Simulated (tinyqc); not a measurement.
Changing the heavy mass M: three-phonon processes in a diatomic chain: dispersion, energy and momentum conservation, and decay channels of optical phonons. Computed by tinyqc, a small Python program. Command: `OMP_NUM_THREADS=1 python tinyqc.py 3120327 3120328 out.jsonl threeph sweep`. One thread of a shared host (Intel(R) Xeon(R) Processor @ 2.30GHz), about 0.01 s of CPU time with the checks.

Cell length a, two atoms, one spring constant. x = q a/pi runs from -1 to 1; A and O are the acoustic and optical branches. Matrix elements are not computed: only conservation laws and occupation factors are followed.

Inputs (values chosen for the exercise, for a model chain): light mass m = 10.8 u; spring constant k = 12 eV/angstrom^2.

Constants: nu for 1 eV/(angstrom^2 u) = 15.6333042 THz.

Method. omega^2 = k (1/m + 1/M) -/+ k sqrt((1/m + 1/M)^2 - 4 sin^2(pi x/2)/(m M)); nu = 15.6333042 THz x sqrt(omega^2) for eV/(angstrom^2 u). Acoustic top sqrt(2 k/M), optical bottom sqrt(2 k/m), optical top sqrt(2 k (1/m + 1/M)).

One run for each value; columns: (1) heavy mass M (u); (2) optical top over twice the acoustic top; (3) optical bottom over twice the acoustic top; (4) optical width over acoustic top; (5) acoustic top (THz):
```
(1)      (2)     (3)      (4)     (5)
11.3  0.7152  0.5114  0.40760  22.783
14.0  0.7577  0.5693  0.37680  20.469
17.3  0.8065  0.6328  0.34738  18.413
21.6  0.8660  0.7071  0.31784  16.479
27.0  0.9354  0.7906  0.28969  14.739
31.3  0.9872  0.8512  0.27198  13.689
37.8  1.0607  0.9354  0.25049  12.457
48.6  1.1726  1.0607  0.22389  10.986
64.8  1.3229  1.2247  0.19626   9.514
```

What does the table show?

Over the rows, optical top over twice the acoustic top rises from 0.715 to 1.32 (exponent d ln y / d ln x 0.27 between the first rows and 0.42 between the last); optical bottom over twice the acoustic top rises from 0.511 to 1.22 (exponent d ln y / d ln x about 0.50 throughout); optical width over acoustic top falls from 0.408 to 0.196 (exponent d ln y / d ln x -0.37 between the first rows and -0.46 between the last).
